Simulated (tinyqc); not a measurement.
# Square on-chip spiral inductor, lumped pi model: two studies

Outer diameter do = di + 2 n wd + 2 (n - 1) sp, mean da = (do + di)/2, fill p = (do - di)/(do + di), length l = 4 n da. L = 2.34 mu0 n^2 da/(1 + 2.75 p), mu0 = 4 pi 1e-7 H/m. Rs = rho l/(wd delta (1 - exp(-th/delta))), delta = sqrt(rho/(pi f mu0)). Cs = n wd^2 eps0 eo/hu across the coil. At each end Cox = l wd eps0 eo/(2 ho) leads to the substrate branch Rsi = 2 rs he/(l wd) in parallel with Csi = l wd eps0 11.7/(2 he). With one end grounded Y = 1/(Rs + i w L) + i w Cs + 1/[1/(i w Cox) + 1/(1/Rsi + i w Csi)], w = 2 pi f; Q = -Im Y/Re Y. Eddy currents in neighbouring turns and in the substrate are left out.

Inputs (values chosen for the exercise); values of the order met in silicon radio-frequency processes:

| symbol | value | unit | meaning |
|---|---|---|---|
| n | 1.5 |  | number of turns |
| wd | 15 | um | line width |
| sp | 1.5 | um | space between turns |
| di | 140 | um | inner diameter |
| th | 3.4 | um | metal thickness |
| rho | 2.2 | uohm cm | metal resistivity |
| ho | 9.8 | um | oxide below the coil |
| hu | 1.4 | um | oxide between coil and underpass |
| eo | 4.1 |  | relative permittivity of the oxide |
| rs | 1 | ohm cm | substrate resistivity |
| he | 80 | um | effective spreading depth in the substrate |
| f | 3 | GHz | frequency |

Constants: eps0 = 8.8541878128e-12 F/m. Results are converted to the units shown.

Each table varies one quantity; the others keep the values above.

## Quality factor against frequency

Apparent inductance Im(1/Y)/w; share of the loss Re(substrate branch)/Re Y.

Results:
```
f (GHz)  Rs (ohm)  w L/Rs        Q  apparent inductance (nH)  loss in the substrate (%)
0.58      0.69580  4.0649   4.0633                   0.77639                  0.0013056
0.94      0.78407  5.8463   5.8400                   0.77685                  0.0077545
1.5       0.89947  8.1324   8.1084                   0.77801                   0.043176
4.1        1.3028  15.347   14.822                   0.79050                     1.6056
6.7        1.6140  20.243   17.630                   0.81533                     8.4368
11         2.0355  26.353   15.249                   0.88773                     33.627
18         2.5876  33.922   6.4625                    1.1211                     71.846
29         3.2786  43.134  0.93519                    1.4315                     91.433
```

Estimate the missing row, f = 2.5 GHz.

Computed row:
```
f (GHz)  Rs (ohm)  w L/Rs       Q  apparent inductance (nH)  loss in the substrate (%)
2.5        1.0722  11.371  11.261                   0.78142                    0.27610
```

With this row back in the table: Q goes from 4.06 through a maximum of 17.6 (at f = 6.7 GHz among the rows listed) to 0.935; the exact peak is 17.8 at 7.48 GHz and Q reaches zero at the self-resonance, 34.6 GHz. The share of the substrate rises from 0.00131 to 91.4 %, and the apparent inductance ends at 1.84 times L. At the peak the substrate takes 11.9 % of the loss. For f = 29 the coil is longer than 0.15 of a wavelength in the oxide, where one lumped section is rough.

## Effect of the substrate resistivity

Same model as above.

Peak Q and its frequency from a search over f; self-resonance where Im Y = 0; Q at the given f (negative beyond resonance).

The same in every row: L (nH) = 0.7761; do (um) = 186.5.

Results:
```
rs (ohm cm)  peak Q  f of the peak (GHz)  self-resonance (GHz)  Q at f
0.1           21.66                11.25                 30.17   12.60
1             17.78                7.478                 34.57   12.54
3             15.85                6.195                 43.12   12.42
10            15.85                7.618                 45.22   12.21
30            20.22                12.67                 45.42   12.34
100           24.90                16.99                 45.44   12.56
10000         28.80                20.36                 45.44   12.68
```

Estimate the missing row, rs = 1000 ohm cm.

Computed row:
```
rs (ohm cm)  peak Q  f of the peak (GHz)  self-resonance (GHz)  Q at f
1000          28.35                19.98                 45.44   12.67
```

With this row back in the table: As rs goes from 0.1 to 10000, L stays at 0.776 nH, the peak Q goes from 21.7 through a minimum of 15.9 (at rs = 3 among the rows listed) to 28.8, its frequency goes from 11.2 through a minimum of 6.20 (at rs = 3 among the rows listed) to 20.4 GHz and the self-resonance rises from 30.2 to 45.4 GHz. In this model both a very low and a very high resistivity dissipate little: the first shorts the branch to a pure Cox, the second blocks the current. For rs = 0.1, 1 eddy currents in the substrate, left out, would lower Q markedly.

Computed by the program tinyqc: `OMP_NUM_THREADS=1 python tinyqc.py 2302009 2302010 out.jsonl`, one thread of a shared Intel Xeon 2.30GHz, about 0.01 s for the whole run.
